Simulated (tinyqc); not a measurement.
MOS capacitor on a p-type substrate, surface potential from the exact charge relation: two steps of the calculation.

Uniform p-type substrate, Boltzmann statistics, full ionisation, classical densities. psi is the surface potential against the body (positive when the bands bend down) and u = psi/Vt. Traps are spread evenly over the gap and neutral at flat band, so their charge is -q Dit psi; the minority quasi-Fermi level is shifted by Vb.

Inputs (values chosen for the exercise); band and dielectric values close to those of In0.53Ga0.47As: temperature T = 293 K; band gap Eg = 0.731 eV; relative permittivity eps_r = 13.9; conduction-band density of states at T Nc = 2.04e17 cm^-3; valence-band density of states at T Nv = 7.47e18 cm^-3; electron affinity chi = 4.43 eV; acceptor density of the substrate N = 1.4e17 cm^-3; relative permittivity of the gate insulator (close to silicon dioxide) eox = 3.9; insulator thickness tox = 18 nm; gate work function phiM = 4.73 eV; fixed charge at the interface, in units of q Nf = 0 cm^-2; density of interface traps Dit = 3.9e11 cm^-2 eV^-1; reverse bias of the inversion layer against the body Vb = 0 V; gate voltage against the body Vg = -0.58 V.

Constants: q = 1.602176634e-19 C, kB = 1.380649e-23 J/K, Vt = kB T/q, eps0 = 8.8541878128e-14 F/cm where lengths are in cm. Results are converted to the units shown.

Task 1. Flat band, threshold and scales. ni = sqrt(Nc Nv) exp(-Eg/(2 Vt)), Eg in volts; phiF = Vt ln(N/ni); Cox = eps0 eox/tox; Vfb = phiM - chi - (Eg - Vt ln(Nv/N)) - q Nf/Cox; Q0 = sqrt(2 eps0 eps_r q N Vt); r = (ni/N)^2 exp(-Vb/Vt); VT = Vfb + [(2 phiF + Vb)(1 + q Dit/Cox) + sqrt(2 eps0 eps_r q N (2 phiF + Vb))/Cox].

Wanted: ni; phiF; Cox; Vfb; Q0; r; VT.

Result 1.

ni = 6.3775e11 cm^-3
phiF = 0.31054 V
Cox = 0.19184 uF/cm^2
Vfb = -0.33059 V
Q0 = 37.337 nC/cm^2
r = 2.0752e-11
VT = 1.4581 V

Task 2. Newton step for the surface potential. u = psi/Vt; F^2 = exp(-u) + u - 1 + r (exp(u) - u - 1); Qs = -sign(u) Q0 F; Cs = -dQs/dpsi = (Q0/Vt) |1 - exp(-u) + r (exp(u) - 1)|/(2 F). f = Vfb + psi + (q Dit psi - Qs)/Cox - Vg, f' = 1 + (Cs + q Dit)/Cox, psi(new) = psi - f/f'.

psi after iteration 1 = -0.060055038 V
Cox = 0.19184074 uF/cm^2
Vfb = -0.33058538 V
Q0 = 37.336726 nC/cm^2
r = 2.0751531e-11

Find: u; F; Qs; Cs; f; f'; psi after iteration 2.

Result 2.

u = -2.379
F = 2.722
Qs = 101.6 nC/cm^2
Cs = 2.659 uF/cm^2
f = -0.3600 V
f' = 15.19
psi after iteration 2 = -0.03635 V

Program tinyqc, `OMP_NUM_THREADS=1 python tinyqc.py 2060087 2060088 out.jsonl`; Intel Xeon 2.30GHz, shared host, one thread, about 0.01 s.
